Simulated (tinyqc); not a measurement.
# Energy and delay of logic against supply voltage, step by step

Computed by the program tinyqc: `OMP_NUM_THREADS=1 python tinyqc.py 2082007 2082008 out.jsonl`, one thread of a shared Intel Xeon 2.30GHz, about 0.01 s for the whole run. Printed values are rounded.

One expression serves below and above threshold: I(Vg) = Ik [ln(1 + exp((Vg - VT + dd V)/(al nf Vt)))]^al, with I_on = I(V) and I_off = I(0). Gate delay td = kd C V/I_on, clock period LD td. Per gate and cycle the switching energy is act C V^2 and the leakage energy I_off V LD td. No short-circuit current, no variation. Minima are sought above 0.09 V; below a few Vt gates no longer switch and the model has no meaning.

Parameters, values chosen for the exercise; values of the order met in logic technologies:
- T = 300 K (temperature)
- VT = 0.32 V (threshold voltage at zero drain bias)
- nf = 1.19 (slope factor)
- dd = 0.1 (barrier lowering per volt of supply)
- Ik = 2 uA (specific current of a gate)
- al = 1.25 (exponent of the current law)
- C = 1.7 fF (load capacitance of a gate)
- kd = 0.8 (delay factor)
- LD = 16 (logic depth)
- act = 0.3 (activity factor)
- V = 1.06 V (supply voltage)

Constants: q = 1.602176634e-19 C, kB = 1.380649e-23 J/K, Vt = kB T/q. Results are converted to the units shown.

Range of the model: At a supply of a few Vt gates lose their noise margin, and variation, left out here, decides whether they work.

## Currents, delay and energies

I_on, I_off, td, clock frequency 1/(LD td), both energies and their sum.

I_on = 95.2915 uA
I_off = 1.90085 nA
td = 15.1283 ps
clock frequency = 4.13132 GHz
switching energy = 573.036 aJ
leakage energy = 0.487714 aJ
energy = 573.524 aJ

I_on/I_off = 50100; leakage makes up 0.0850 % of the energy.

## Starting value

V = 0.14 V.

V at the start = 0.14 V

## Iteration 1: new V

Minimum-energy supply: E(V) is the energy per gate and cycle; with h = 0.001 V, E' = (E(V + h) - E(V - h))/(2 h), E'' = (E(V - h) - 2 E(V) + E(V + h))/h^2, V(new) = V - E'/E''.

E' = 61.1541 aJ/V
E'' = 2055.35 aJ/V^2
V after iteration 1 = 0.110246 V

## Iteration 2: new V

As before.

E' = 7.33142 aJ/V
E'' = 1327.77 aJ/V^2
V after iteration 2 = 0.104725 V

## Course of the iteration

Stop when the step is below 1e-9 V, or after 40 iterations.

Course of the iteration:
```
iteration	V before the step (V)	step (V)
1	0.14	-0.0298
2	0.110246	-5.52e-3
3	0.104725	-8.68e-4
4	0.103857	-2.72e-5
5	0.103830	-3.40e-8
6	0.103830	-8.61e-12
```

Converged in 6 iterations. There leakage makes up 59.4 % of the energy and the clock runs at 1.10 MHz.
